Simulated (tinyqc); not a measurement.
Inside a calculation. Model: time-dependent dielectric breakdown: cell percolation, Weibull statistics, area scaling and voltage extrapolation. Computed by tinyqc, a small Python program that keeps every step. Command: `OMP_NUM_THREADS=1 python tinyqc.py 3020680 3020681 out.jsonl tddb walk`. One thread of a shared host (Intel(R) Xeon(R) Processor @ 2.30GHz), about 0.01 s of CPU time with the checks. Intermediate numbers are printed to about 6 digits and carried at full precision; extremes and crossings named in words are read from the listed rows.

The oxide is divided into columns of area a^2, each holding m = t_ox/a cells (m is taken as continuous). A share lambda(t) = (t/t_1)^alpha of the cells is defective, and a column whose cells are all defective breaks down.

Inputs (values chosen for the exercise, for a model gate oxide):
```
quantity                                                   value  unit
oxide thickness t_ox                                         1.7    nm
defect cell size a                                          0.96    nm
exponent alpha of defect growth                              0.9     -
time t_1 at which the occupied share would reach 1       6.9e+07     s
test area A                                                   90  um^2
product area A_u                                           5e+06  um^2
stress voltage V                                            2.23     V
use voltage V_u                                              1.2     V
local exponent n = -d ln t/d ln V at the stress voltage       42     -
activation energy E_a                                       0.77    eV
stress temperature T                                         125     C
use temperature T_u                                           85     C
allowed failure fraction F                                 1e-06     -
```

Voltage law used: E.

Constants: k_B = 8.617333262e-05 eV/K.

## Weibull parameters from the cell model

Failure fraction F = 1 - (1 - lambda^m)^N with N = A/a^2 columns, which for small lambda^m is 1 - exp(-(t/t63)^beta) with beta = alpha m and t63 = t_1 N^(-1/beta); critical share lambda(t63) = N^(-1/m). 1 um^2 = 1e6 nm^2.

cells per column m = 1.77083

columns N = 9.76562e+07

Weibull slope beta = 1.59375

characteristic life t63 = 669.428 s

critical share of defective cells = 3.07730e-05

Times between F = 10 % and 90 % span a factor 6.93: the smaller beta = alpha m, the wider the scatter. Caution: t_1 is an input here; in a real oxide it changes with thickness at fixed voltage.

## A sample of breakdown times

uniform random numbers u: 0.1887  0.6757  0.4227  0.3162  0.3165  0.7450  0.7557  0.2282  0.7206  0.7202

Each device fails at t = t63 (-ln(1 - u))^(1/beta). Sort the times; median rank F_i = (i - 0.3)/(n_s + 0.4) for n_s devices; W = ln(-ln(1 - F_i)).

Weibull plot:
```
i     t (s)       F_i     ln t         W
1   250.774  0.067308  5.52455  -2.66384
2   286.820  0.163462  5.65886  -1.72326
3   364.841  0.259615  5.89946  -1.20202
4   365.105  0.355769  5.90018  -0.82167
5   459.720  0.451923  6.13062  -0.50860
6   721.212  0.548077  6.58093  -0.23037
7   779.156  0.644231  6.65821   0.03292
8   779.705  0.740385  6.65892   0.29903
9   814.312  0.836538  6.70234   0.59398
10  830.248  0.932692  6.72172   0.99269
```

## Fitting the sample

W = ln(-ln(1 - F_i)) with the median ranks F_i. Least squares in W: W = beta ln t - beta ln t63. Maximum likelihood: solve sum t^b ln t/sum t^b - 1/b = mean of ln t for b, then t63 = (mean of t^b)^(1/b).

slope by least squares = 2.23582

t63 by least squares = 650.375 s

slope by maximum likelihood = 2.81749

t63 by maximum likelihood = 638.144 s

The true values are beta = 1.594 and t63 = 669 s. With 10 devices the standard error of the maximum-likelihood slope is about 0.78 beta/sqrt(n_s) = 0.39; the fits miss by +0.64 and +1.22, and t63 by -3 and -5 %.

## Projection to use conditions

All three voltage laws share the slope n at the stress voltage. Factor t(V_u)/t(V): E law exp(n (1 - V_u/V)); 1/E law exp(n (V/V_u - 1)); power law (V/V_u)^n. Temperatures in kelvin are T(C) + 273.15. Temperature factor exp[(E_a/k_B)(1/T_u - 1/T)]; area factor (A/A_u)^(1/beta); percentile factor (-ln(1 - F))^(1/beta); life = t63 x all four; 1 year = 3.15576e7 s.

voltage factor = 2.66026e+08

temperature factor = 12.2618

area factor = 0.00105418

percentile factor = 1.71907e-04

projected life = 0.0125398 years

Area and percentile together cost 6.7 decades, voltage and temperature return 9.5; a ten-year target is missed.

## Three voltage laws

Life = t63 x voltage, temperature, area and percentile factors, the last three as above.

Log10 of the life in years:
```
V_u/V  V_u (V)     E law   1/E law  power law
1.00    2.2300  -10.3266  -10.3266   -10.3266
0.95    2.1185   -9.4146   -9.3666    -9.3910
0.90    2.0070   -8.5026   -8.2999    -8.4048
0.80    1.7840   -6.6786   -5.7665    -6.2564
0.70    1.5610   -4.8545   -2.5093    -3.8208
0.60    1.3380   -3.0305    1.8336    -1.0090
0.50    1.1150   -1.2065    7.9137     2.3166
0.40    0.8920    0.6176   17.0339     6.3868
```

At V_u/V = 0.9 the laws differ by 0.20 decades at most, and at 0.5 by 9.1. The E law is the most cautious and the 1/E law the most hopeful. Ten years are reached at V_u/V = 0.379 (E), 0.617 (1/E), 0.537 (power). Caution: the rows at low voltage extrapolate over many decades and cannot be tested.

Checks made by the program: Weibull form against the exact column count at t63 (relative difference 3e-09).
